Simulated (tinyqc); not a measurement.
Inside a calculation. Model: two-step dopant diffusion (predeposition and drive-in) with a constant diffusivity. Computed by tinyqc, a small Python program that keeps every step. Command: `OMP_NUM_THREADS=1 python tinyqc.py 3019097 3019098 out.jsonl dopdiff walk`. One thread of a shared host (Intel(R) Xeon(R) Processor @ 2.30GHz), about 0.06 s of CPU time with the checks. Intermediate numbers are printed to about 7 digits and carried at full precision; extremes and crossings named in words are read from the listed rows.

Fick diffusion into a half space x > 0 whose background doping C_B is of the opposite type, so that a junction lies where C = C_B.

Inputs (values chosen for the exercise, modelled on boron in silicon):

| quantity | value | unit |
|---|---|---|
| prefactor D0 | 1.02 | cm^2/s |
| activation energy E | 3.48 | eV |
| surface concentration C_s | 1.8e+19 | 1/cm^3 |
| background doping C_B | 1.1e+14 | 1/cm^3 |
| predeposition temperature T1 | 1050 | C |
| predeposition time t1 | 15 | min |
| drive-in temperature T2 | 1100 | C |
| drive-in time t2 | 480 | min |
| mean mobility in the layer mu | 64 | cm^2/(V s) |

Furnace ramps of the drive-in: none.

Constants: k_B = 8.617333262e-05 eV/K; e = 1.602176634e-19 C.

## Diffusivities

D = D0 exp(-E/(k_B T)). Temperatures in kelvin are T(C) + 273.15. Times in seconds are 60 times the minutes.

D1 = 5.669485e-14 cm^2/s

D2 = 1.722642e-13 cm^2/s

product D1 t1 = 5.102537e-11 cm^2

## Thermal budget of the drive-in

(Dt)2 = D2 t2, t2 in seconds.

drive-in budget (Dt)2 = 4.961209e-09 cm^2

## Predeposition

C = C_s erfc(x/(2 sqrt(D1 t1))); dose Q = 2 C_s sqrt(D1 t1/pi); the junction solves erfc(z) = C_B/C_s with x_j = 2 z sqrt(D1 t1).

dose Q = 1.450844e+14 1/cm^2

z = 3.197896

junction depth after predeposition = 0.4568645 um

## Drive-in as a Gaussian

With a sealed surface and a thin source, C = Q/sqrt(pi (Dt)2) exp(-x^2/(4 (Dt)2)); x_j = 2 sqrt((Dt)2 ln(C(0)/C_B)); gradient at the junction |dC/dx| = C_B x_j/(2 (Dt)2).

surface concentration C(0) (Gaussian) = 1.162123e+18 1/cm^3

junction depth x_j = 4.287982 um

gradient at the junction = 4.753660e+18 1/cm^4

The drive-in moves the junction from 0.457 to 4.29 um and lowers the surface value by a factor 15.5. Caution: C_s exceeds the intrinsic carrier density of silicon at the predeposition temperature (2e18 to 1e19 per cm^3), where real diffusivities rise with concentration and profiles turn box-like.

## Sheet resistance

Net dose Q_net = Q erf(x_j/(2 sqrt((Dt)2))) - C_B x_j; R_s = 1/(e mu Q_net), with every dopant ionised and one mobility.

net dose = 1.450348e+14 1/cm^2

sheet resistance R_s (Gaussian) = 672.4151 ohm/square

## Exact junction depth

Exact two-step profile: C = (2 C_s/pi) int_0^alpha exp(-beta (1 + u^2))/(1 + u^2) du with alpha = sqrt(D1 t1/(Dt)2), beta = x^2/(4 (D1 t1 + (Dt)2)). The integral takes 48 Gauss-Legendre points; solve C(x) = C_B.

exact junction depth = 4.301928 um

## Gaussian against the exact two-step profile

Gaussian: C = Q/sqrt(pi (Dt)2) exp(-x^2/(4 (Dt)2)). Depths are fractions of the Gaussian x_j.

Profiles:

| x/x_j | x (um) | Gaussian (1/cm^3) | exact (1/cm^3) | ratio |
|---|---|---|---|---|
| 0.0 | 0.000000 | 1.162123e+18 | 1.158163e+18 | 1.003419 |
| 0.2 | 0.857596 | 8.022275e+17 | 8.015108e+17 | 1.000894 |
| 0.4 | 1.715193 | 2.638970e+17 | 2.656635e+17 | 0.993350 |
| 0.6 | 2.572789 | 4.136782e+16 | 4.217423e+16 | 0.980879 |
| 0.8 | 3.430386 | 3.090167e+15 | 3.206795e+15 | 0.963631 |
| 1.0 | 4.287982 | 1.100000e+14 | 1.167957e+14 | 0.941815 |
| 1.2 | 5.145579 | 1.865927e+12 | 2.037714e+12 | 0.915696 |

With D1 t1/(Dt)2 = 0.010, the Gaussian is 0.34 % high at the surface and 5.8 % low at its own junction; the exact junction lies at 4.302 um, 0.33 % deeper. The dose is the same, but the real source already has a width, which is negligible here.

Checks made by the program: exact profile against the direct convolution of the erfc with the Gaussian kernel (relative difference below 1e-10).
